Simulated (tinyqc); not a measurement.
## Access strength from the read disturbance

Problem. Transistor (EKV form, voltages against the body): I = 2 n b Vt^2 [F(vp - Vs) - F(vp - Vd)] from drain to source, F(v) = ln^2(1 + exp(v/(2 Vt))), vp = (Vg - VT + sg |Vd - Vs|)/n. n-channel bodies are at 0; for the p-channel device all voltages are counted down from Vdd. b in uA/V^2 gives I in uA. In an SRAM read the low node Q obeys In(gate QB, drain Q) = Ip(gate QB, drain Q) + Ia, where the access transistor (threshold VTn) has its gate and drain at Vdd and its source at Q. Find Ia, ba and the cell ratio bn/ba.

Values chosen for this exercise: temperature T = 400 K; supply voltage Vdd = 1 V; slope factor n = 1.41; drain-induced barrier lowering sg = 0.099; n-channel threshold VTn = 0.28 V; p-channel threshold (magnitude) VTp = 0.36 V; gain factor of the pull-down transistor bn = 870 uA/V^2; gain factor of the pull-up transistor bp = 480 uA/V^2.

Constants: q = 1.602176634e-19 C, kB = 1.380649e-23 J/K, Vt = kB T/q. Results are converted to the units shown.

Q and QB in the read (V): 0.17789960  0.99393445

Answer. The node equation gives Ia, which is proportional to ba.

Ia = 93.6 uA
ba = 870 uA/V^2
cell ratio = 1.00

Numbers from tinyqc (`OMP_NUM_THREADS=1 python tinyqc.py 2340038 2340039 out.jsonl`; about 0.1 s on one thread of a shared Intel Xeon 2.30GHz).
